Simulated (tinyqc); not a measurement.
Worked calculation: RHF in the sto-3g basis, for H3+, spin multiplicity 1. One step of it, computed by the program tinyqc.

Problem. Orthogonalisation. S = U s U^T; canonical form X = U s^(-1/2), so that X^T S X = 1. Each column of U has its largest component positive (the first on a tie).

overlap S, lower triangle:
```
          1H 1s     2H 1s     3H 1s
1H 1s  1.000000
2H 1s  0.557187  1.000000
3H 1s  0.557187  0.164092  1.000000
```

Give: eigenvalues of S; X.

Solution.

eigenvalues of S: 0.2898  0.8359  1.8743

X:
```
             1        2       3
1H 1s   1.3798   0.0000  0.4890
2H 1s  -0.8794   0.7734  0.3837
3H 1s  -0.8794  -0.7734  0.3837
```
